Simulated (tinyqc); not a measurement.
# Reverse leakage of an n+-p junction: diffusion, generation, trap-assisted and band-to-band tunnelling: leakage components against the SRH lifetime of both carriers at zero field

One-sided abrupt junction in the depletion approximation, x from the junction (0) to W on the p side, field F = F0 (1 - x/W). Flat quasi-Fermi levels, long p side. Traps generate through SRH with both lifetimes shortened by 1 + Gamma (Hurkx enhancement, form for moderate fields); band-to-band generation is local and needs a total bending above Eg.

ni = sqrt(Nc Nv) exp(-Eg/(2 Vt)), Eg in volts; Vbi = Vt ln(Na Nd/ni^2); W = sqrt(2 eps0 eps_r (Vbi + VR)/(q Na)); F0 = 2 (Vbi + VR)/W; FG = sqrt(24 mt m0 (kB T)^3)/(q hbar); J_diff = q ni^2 sqrt(Dn/tau)(1 - exp(-VR/Vt))/Na. u = (Vbi + VR)(1 - x/W)^2, p = Na exp(-u/Vt), n = Nd exp((u - Vbi - VR)/Vt); G0 = ni^2 (1 - exp(-VR/Vt))/(tau (n + p + 2 ni cosh(Et/Vt))); Gamma = 2 sqrt(3 pi)(F/FG) exp((F/FG)^2); trap-assisted part G0 Gamma; G_bb = Ab F^2.5 exp(-Bb/F) with F in V/cm, zero unless Vbi + VR > Eg, and counted as zero under 1 cm^-3 s^-1. Currents are q times the integrals over 0 to W; J_bb under 1e-8 of J is printed as 0; rows with F0/FG above 2.2, beyond the range of this Gamma, are left out.

Inputs (values chosen for the exercise); band and dielectric values close to those of silicon: temperature T = 350 K; band gap Eg = 1.1 eV; relative permittivity eps_r = 11.8; conduction-band density of states at T Nc = 3.48e19 cm^-3; valence-band density of states at T Nv = 3.34e19 cm^-3; acceptor density of the lighter side Na = 2.4e17 cm^-3; donor density of the heavier side Nd = 1e19 cm^-3; trap level above the intrinsic level Et = 0 eV; tunnelling mass mt = 0.27 m0; electron diffusion coefficient on the lighter side Dn = 16 cm^2/s; band-to-band prefactor Ab = 3.7e14 cm^-0.5 V^-2.5 s^-1; band-to-band field constant Bb = 1.76e7 V/cm; reverse bias VR = 2.8 V.

Constants: q = 1.602176634e-19 C, kB = 1.380649e-23 J/K, hbar = 1.054571817e-34 J s, m0 = 9.1093837015e-31 kg, Vt = kB T/q, eps0 = 8.8541878128e-14 F/cm where lengths are in cm. Results are converted to the units shown.

The same in every row: F0 (kV/cm) = 523; F0/FG = 1.08.

Result of one run:

| tau (s) | J_diff (A/cm^2) | J_SRH (A/cm^2) | J_TAT (A/cm^2) | J_bb (A/cm^2) | J (A/cm^2) | largest part |
|---|---|---|---|---|---|---|
| 1e-8 | 4.49e-9 | 2.86e-5 | 2.17e-4 | 1.05e-11 | 2.45e-4 | trap-assisted tunnelling |

What becomes of these results when the SRH lifetime of both carriers at zero field tau is changed from 1e-8 to 0.0001 s, all else the same?

Result of the changed run:

| tau (s) | J_diff (A/cm^2) | J_SRH (A/cm^2) | J_TAT (A/cm^2) | J_bb (A/cm^2) | J (A/cm^2) | largest part |
|---|---|---|---|---|---|---|
| 0.0001 | 4.49e-11 | 2.86e-9 | 2.17e-8 | 1.05e-11 | 2.46e-8 | trap-assisted tunnelling |

The whole series:

| tau (s) | J_diff (A/cm^2) | J_SRH (A/cm^2) | J_TAT (A/cm^2) | J_bb (A/cm^2) | J (A/cm^2) | largest part |
|---|---|---|---|---|---|---|
| 1e-10 | 4.49e-8 | 0.00286 | 0.0217 | 0 | 0.0245 | trap-assisted tunnelling |
| 1e-9 | 1.42e-8 | 2.86e-4 | 0.00217 | 0 | 0.00245 | trap-assisted tunnelling |
| 1e-8 | 4.49e-9 | 2.86e-5 | 2.17e-4 | 1.05e-11 | 2.45e-4 | trap-assisted tunnelling |
| 1e-7 | 1.42e-9 | 2.86e-6 | 2.17e-5 | 1.05e-11 | 2.45e-5 | trap-assisted tunnelling |
| 1e-6 | 4.49e-10 | 2.86e-7 | 2.17e-6 | 1.05e-11 | 2.45e-6 | trap-assisted tunnelling |
| 1e-5 | 1.42e-10 | 2.86e-8 | 2.17e-7 | 1.05e-11 | 2.45e-7 | trap-assisted tunnelling |
| 0.0001 | 4.49e-11 | 2.86e-9 | 2.17e-8 | 1.05e-11 | 2.46e-8 | trap-assisted tunnelling |

J falls from 0.0245 to 2.46e-8 A/cm^2. Trap-assisted tunnelling leads at tau = 1e-10 and in all other rows. J_SRH and J_TAT go as 1/tau and J_diff as tau^(-1/2); J_bb does not depend on it.

Program tinyqc, `OMP_NUM_THREADS=1 python tinyqc.py 2290101 2290102 out.jsonl`; Intel Xeon 2.30GHz, shared host, one thread, about 0.01 s.
